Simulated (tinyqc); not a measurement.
# Worked calculation: MOS capacitor on a p-type substrate, surface potential from the exact charge relation

tinyqc, about 0.01 s, one thread, Intel Xeon 2.30GHz (shared host): `OMP_NUM_THREADS=1 python tinyqc.py 2060125 2060126 out.jsonl` Printed values are rounded.

Uniform p-type substrate, Boltzmann statistics, full ionisation, classical densities. psi is the surface potential against the body (positive when the bands bend down) and u = psi/Vt. Traps are spread evenly over the gap and neutral at flat band, so their charge is -q Dit psi; the minority quasi-Fermi level is shifted by Vb.

Values chosen for this exercise; band and dielectric values close to those of silicon:
```
symbol    value         unit                                                                 meaning
T           250            K                                                             temperature
Eg         1.12           eV                                                                band gap
eps_r      11.7                                                                relative permittivity
Nc      2.14e19        cm^-3                                  conduction-band density of states at T
Nv         2e19        cm^-3                                     valence-band density of states at T
chi        4.09           eV                                                       electron affinity
N        1.1e15        cm^-3                                       acceptor density of the substrate
eox         3.9               relative permittivity of the gate insulator (close to silicon dioxide)
tox         7.4           nm                                                     insulator thickness
phiM        5.1           eV                                                      gate work function
Nf            0        cm^-2                            fixed charge at the interface, in units of q
Dit           0  cm^-2 eV^-1                                              density of interface traps
Vb          1.9            V                    reverse bias of the inversion layer against the body
Vg         2.88            V                                           gate voltage against the body
```

Constants: q = 1.602176634e-19 C, kB = 1.380649e-23 J/K, Vt = kB T/q, eps0 = 8.8541878128e-14 F/cm where lengths are in cm. Results are converted to the units shown.

## Flat band, threshold and scales

ni = sqrt(Nc Nv) exp(-Eg/(2 Vt)), Eg in volts; phiF = Vt ln(N/ni); Cox = eps0 eox/tox; Vfb = phiM - chi - (Eg - Vt ln(Nv/N)) - q Nf/Cox; Q0 = sqrt(2 eps0 eps_r q N Vt); r = (ni/N)^2 exp(-Vb/Vt); VT = Vfb + [(2 phiF + Vb)(1 + q Dit/Cox) + sqrt(2 eps0 eps_r q N (2 phiF + Vb))/Cox].

ni = 1.06321e8 cm^-3
phiF = 0.347970 V
Cox = 0.466640 uF/cm^2
Vfb = 0.101301 V
Q0 = 2.80472 nC/cm^2
r = 4.65734e-53
VT = 2.76322 V

## Starting value

psi = +Vt (just off flat band).

psi at the start = 0.0215433 V

## Iteration 1: Newton step for the surface potential

u = psi/Vt; F^2 = exp(-u) + u - 1 + r (exp(u) - u - 1); Qs = -sign(u) Q0 F; Cs = -dQs/dpsi = (Q0/Vt) |1 - exp(-u) + r (exp(u) - 1)|/(2 F). f = Vfb + psi + (q Dit psi - Qs)/Cox - Vg, f' = 1 + (Cs + q Dit)/Cox, psi(new) = psi - f/f'.

u = 1
F = 0.606531
Qs = -1.70115 nC/cm^2
Cs = 0.0678414 uF/cm^2
f = -2.75351 V
f' = 1.14538
psi after iteration 1 = 2.42555 V

## Iteration 2: Newton step for the surface potential

As before.

u = 112.589
F = 10.5636
Qs = -29.6280 nC/cm^2
Cs = 0.00616445 uF/cm^2
f = -0.289655 V
f' = 1.01321
psi after iteration 2 = 2.71143 V

## Course of the Newton iteration

Stop when the step is below 1e-10 V, or after 60 iterations.

Course of the iteration:
```
iteration  psi before the step (V)    f (V)  step (V)
1                        0.0215433    -2.75      2.40
2                          2.42555   -0.290     0.286
3                          2.71143   0.0432   -0.0165
4                          2.69497  6.07e-3  -3.14e-3
5                          2.69183  1.59e-4  -8.65e-5
6                          2.69174  1.13e-7  -6.18e-8
7                          2.69174  < 1e-12   < 1e-12
```

Converged in 7 iterations.

## Charges, field and capacitances at the solution

converged psi = 2.69174 V

u = psi/Vt; F^2 = exp(-u) + u - 1 + r (exp(u) - u - 1); Qs = -sign(u) Q0 F; Cs = -dQs/dpsi = (Q0/Vt) |1 - exp(-u) + r (exp(u) - 1)|/(2 F). Low frequency: 1/C_LF = 1/Cox + 1/(Cs + q Dit). High frequency, in the simple estimate in which traps and minority carriers do not follow: 1/C_HF = 1/Cox + 1/Cd, Cd being Cs with r = 0 at the same psi. Minority sheet density N_inv = (Q0/(2 q)) int_0^u r (exp(t) - 1)/F(t) dt for u > 0. Oxide field |Qs - q Dit psi + q Nf|/(eps0 eox).

Qs = -40.5775 nC/cm^2
N_inv = 5.85944e10 cm^-2
oxide field = 0.117509 MV/cm
Cs = 0.388586 uF/cm^2
C_LF/Cox = 0.454366
C_HF/Cox = 0.0123749

The surface is in strong inversion (borders at |psi| = 0, phiF + Vb and 2 phiF + Vb = 2.60 V). Minority carriers make up 23.1 % of Qs.
